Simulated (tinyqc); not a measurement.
Chip with leakage that grows with temperature, electro-thermal loop and runaway: course of the iteration: temperature by substitution.

One temperature T for the device, T = T0 + Rth P(T), with P(T) = Pd + Pl (T/300 K)^2 exp[(q Ea/kB)(1/(300 K) - 1/T)]. The loop gain is Rth dP/dT; a solution is thermally stable when it is below one.

P(T) = Pd + Pl (T/300 K)^2 exp[(q Ea/kB)(1/(300 K) - 1/T)]; T(new) = T0 + Rth P(T).

Stop when T changes by less than 1e-6 K, or after 200 iterations.

Parameters, values chosen for the exercise: ambient temperature T0 = 320 K; temperature-independent switching power Pd = 1.8 W; leakage power at 300 K Pl = 0.0189 W; activation energy of the leakage Ea = 0.5 eV; thermal resistance Rth = 10 K/W.

Constants: q = 1.602176634e-19 C, kB = 1.380649e-23 J/K. Results are converted to the units shown.

T at the start = 320 K

Course of the iteration:
```
iteration    T (K)  |change| (K)
1          338.720          18.7
2          340.198          1.48
3          340.389         0.191
4          340.415        0.0256
5          340.418       3.46e-3
6          340.418       4.69e-4
7          340.419       6.34e-5
8          340.419       8.58e-6
9          340.419       1.16e-6
10         340.419       1.57e-7
```

Did this iteration meet its convergence test, and what does its course show?

Yes. Converged in 10 iterations. At the end each change is about 0.14 times the one before: linear convergence.

Numbers from tinyqc (`OMP_NUM_THREADS=1 python tinyqc.py 2520069 2520070 out.jsonl`; about 0.01 s on one thread of a shared Intel Xeon 2.30GHz).
